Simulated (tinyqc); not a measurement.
Born-Mayer model of an ionic crystal AB. From one set of inputs to another, one input at a time. Computed by tinyqc, a small Python program. Command: `OMP_NUM_THREADS=1 python tinyqc.py 3009332 3009333 out.jsonl bornmayer ladder`. One thread of a shared host (Intel(R) Xeon(R) Processor @ 2.30GHz), about 0.02 s of CPU time with the checks.

Energies are per ion pair and r is the nearest distance of unlike ions.

The inputs printed are set A. Inputs not listed in the table keep their values of set A, so the rows need not describe a real material.

Inputs (values chosen for the exercise, for a model salt): ionic charge z = 1; unlike repulsion lambda = 9440 eV; range rho = 0.289 angstrom.

Structure: zinc blende. Short range: nearest neighbours only.

Constants: e^2/(4 pi eps_0) = 14.39964548 eV angstrom; 1 eV/angstrom^3 = 160.2176634 GPa.

Method:
- Madelung constant M, unlike neighbours z1, like neighbours z2 at f r, volume per pair: rock salt 1.747565, 6, 12, sqrt2, 2 r^3; caesium chloride 1.762675, 8, 6, 2/sqrt3, 8 r^3/(3 sqrt3); zinc blende 1.638055, 4, 12, sqrt(8/3), 16 r^3/(3 sqrt3).
- U(r) = -M z^2 e^2/(4 pi eps_0 r) + z1 lambda exp(-r/rho).
- Newton steps on g(r) = U'(r), from r = 9 rho: r(new) = r - U'(r)/U''(r), with the move limited to 0.3 angstrom. Where U'' is negative, move 0.3 angstrom downhill. Stop when |U'| is below 1e-9.
- B = U''(r0)/(9 c r0), with the volume written as c r^3.

Each row keeps all changes above it:
```
input moved                    from     to  equilibrium distance r0 (angstrom)  lattice energy U (eV per pair)  bulk modulus B (GPa)
set A                             -      -                              3.1552                          -6.791                12.270
unlike repulsion lambda (eV)   9440   2690                              2.7030                          -7.793                18.784
range rho (angstrom)          0.289  0.322                              3.0558                          -6.905                11.713
ionic charge z                    1      2                              2.4732                         -33.182                82.818
```

Which inputs carry the difference?

Equilibrium distance r0 goes from 3.16 to 2.47, a factor 0.784 in all. The largest single move comes from ionic charge z (a factor 0.809), and range rho works against it (a factor 1.13). Lattice energy U goes from -6.79 to -33.2, -26.4 in all. The largest single move comes from ionic charge z (-26.3). Bulk modulus B goes from 12.3 to 82.8, a factor 6.75 in all. The largest single move comes from ionic charge z (a factor 7.07), and range rho works against it (a factor 0.624). The single moves hold for this order of the switches; the total does not depend on the order.

Extremes, crossings and ranges named in words are read from the listed rows.
